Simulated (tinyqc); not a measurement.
Inside a calculation. Method: tight binding, kagome lattice. One step of it, computed by the program tinyqc.

Question. Levels at k. Diagonalise the Hermitian matrix.

H(k) at k (eV):
```
                     A                    B                    C
A             0.000000  -1.298717+0.040814i  -0.149166-0.414326i
B  -1.298717-0.040814i             0.000000  -0.124139-0.382060i
C  -0.149166+0.414326i  -0.124139+0.382060i             0.000000
```

Give: eigenvalues; weights |c|^2 of the basis functions.

Answer.

eigenvalues (eV): -1.531  0.231  1.300

weights |c|^2 of the basis functions:
```
   band 1  band 2  band 3
A   0.438   0.057   0.505
B   0.431   0.075   0.494
C   0.131   0.868   0.001
```
